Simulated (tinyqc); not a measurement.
# Ellipsometry and reflectance of a transparent film on an absorbing substrate, step by step

Computed by the program tinyqc: `OMP_NUM_THREADS=1 python tinyqc.py 2870186 2870187 out.jsonl`, one thread of a shared Intel Xeon 2.30GHz, about 0.01 s for the whole run. Printed values are rounded.

Air (index 1), film, substrate with N2 = n2 - i k2; time factor exp(+i w t). q_j = sqrt(N_j^2 - sin^2 th), root with positive real part. Fresnel coefficients r_s = (q_a - q_b)/(q_a + q_b), r_p = (N_b^2 q_a - N_a^2 q_b)/(N_b^2 q_a + N_a^2 q_b). tan(Psi) exp(i Delta) = R_p/R_s, Delta taken from 0 to 360 degrees.

Inputs (values chosen for the exercise); indices close to those of silicon dioxide on silicon:
- lam = 546.1 nm (wavelength)
- th = 70 degrees (angle of incidence)
- n1 = 1.453 (index of the transparent film)
- d = 13 nm (film thickness)
- n2 = 4.086 (index of the substrate)
- k2 = 0.031 (extinction coefficient of the substrate)

## Interface coefficients and thickness period

q0, q1, q2 and the coefficients r01 and r12 for p and s; the results repeat in d with the period lam/(2 q1).

q0 = 0.342020
q1 = 1.10824
q2 = 3.97648-0.03185i
r01,p = -0.210980
r01,s = -0.528331
r12,p = 0.375782-0.003076i
r12,s = -0.564109+0.002731i
period = 246.383 nm

## Psi, Delta and reflectances

beta = 2 pi d q1/lam, X = exp(-2 i beta), R = (r01 + r12 X)/(1 + r01 r12 X) for p and s.

beta = 0.165761 rad
X = 0.945548-0.325483i
R_p = 0.150932-0.139646i
R_s = -0.834151+0.081270i
Psi = 13.7850 degrees
Delta = 142.789 degrees
|R_p|^2 = 0.0422815
|R_s|^2 = 0.702412

The bare substrate gives Psi = 12.01 and Delta = 178.97 degrees.
